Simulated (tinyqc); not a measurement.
From rigid to soft shells: rigid-ion and shell models of the dielectric response of an ionic crystal. Computed by tinyqc, a small Python program. Command: `OMP_NUM_THREADS=1 python tinyqc.py 3018567 3018568 out.jsonl shell walk`. One thread of a shared host (Intel(R) Xeon(R) Processor @ 2.30GHz), about 0.01 s of CPU time with the checks.

Charges +Z and -Z; 4 nearest neighbours, Madelung constant M = 1.638055, volume per ion pair Omega = 3.079201 d^3. Energy per pair U = -M Z^2 e2/d + 4 A exp(-d/rho), e2 = e^2/(4 pi eps_0). In the shell model the anion is a core of charge Y - Z and a massless shell of charge -Y, joined by the spring k; the repulsion acts on the shell. Each ion feels the Lorentz field E + (4 pi/3) P (Gaussian units).

Inputs (values chosen for the exercise, for a model crystal):
```
quantity,value,unit
nearest-neighbour distance d,2.2,angstrom
ionic charge Z,2,e
hardness d/rho,7.89,-
cation mass,114,u
anion mass,32.06,u
shell charge size Y,2.07,e
core-shell spring k,90.8,eV/angstrom^2
cation polarisability alpha_+,0.049,angstrom^3
```

Structure: zinc blende.

Constants: e^2/(4 pi eps_0) = 14.39964548 eV angstrom; 1 eV/angstrom^3 = 160.2176634 GPa; nu for 1 eV/(angstrom^2 u) = 15.6333042 THz; 1 THz = 33.35640952 1/cm.

Method:
- Zero pressure fixes 4 A exp(-d/rho) = M Z^2 e2 rho/d^2. Then U = -(M Z^2 e2/d)(1 - rho/d), B = M Z^2 e2 (d/rho - 2)/(9 Omega d), and the spring of one sublattice against the other is R = (1/3) x (Laplacian of the repulsion summed over neighbours) = M Z^2 e2 (d/rho - 2)/(3 d^3), so R = 3 B Omega/d^2.
- With C = 4 pi Z^2 e2/(3 Omega): mu lambda_TO = R - C, mu lambda_LO = R + 2 C; eps_inf = 1 and eps_s = lambda_LO/lambda_TO.
- lambda in eV/(angstrom^2 u) gives the wavenumber 15.6333042 x 33.35640952 x sqrt(lambda); mu is the reduced mass.
- Eliminating the shell gives the anion polarisability alpha_- = Y^2 e2/(k + R), the Szigeti charge Z_S = Z - Y R/(k + R) and the softened spring R' = k R/(k + R). With b = 4 pi (alpha_+ + alpha_-)/(3 Omega): eps_inf = (1 + 2b)/(1 - b) (Clausius-Mossotti); Born charge Z* = Z_S (eps_inf + 2)/3.
- mu lambda_TO = R' - (4 pi e2/(3 Omega)) Z_S^2/(1 - b); mu lambda_LO = mu lambda_TO + 4 pi e2 Z*^2/(eps_inf Omega); eps_s = eps_inf lambda_LO/lambda_TO.

repulsive spring R = 17.3967 eV/angstrom^2

volume Omega = 32.7873 angstrom^3

omega_LO, rigid ions = 590.755 1/cm

Response against the core-shell spring:
```
k (eV/angstrom^2),eps_inf,Z_S,Z*,omega_TO (1/cm),omega_LO (1/cm),eps_s
73,1.3093,1.6016,1.7668,310.00,488.97,3.2574
91,1.2573,1.6678,1.8108,313.59,504.74,3.2571
120,1.2039,1.7379,1.8560,317.23,521.77,3.2569
160,1.1602,1.7970,1.8930,320.17,536.42,3.2567
240,1.1149,1.8601,1.9313,323.20,552.37,3.2566
360,1.0837,1.9046,1.9577,325.27,563.84,3.2565
730,1.0513,1.9518,1.9852,327.40,576.22,3.2563
2700,1.0277,1.9867,2.0051,328.94,585.52,3.2563
```

What follows from these numbers?

From the stiffest to the softest shell eps_inf rises from 1.03 to 1.31 and Z_S falls from 1.99 to 1.60; omega_LO moves by -16 % and omega_TO by -5.8 %. Screening by eps_inf cuts the LO frequency, which rigid ions overstate (rigid ions: 591 per cm); eps_s stays at 3.26.
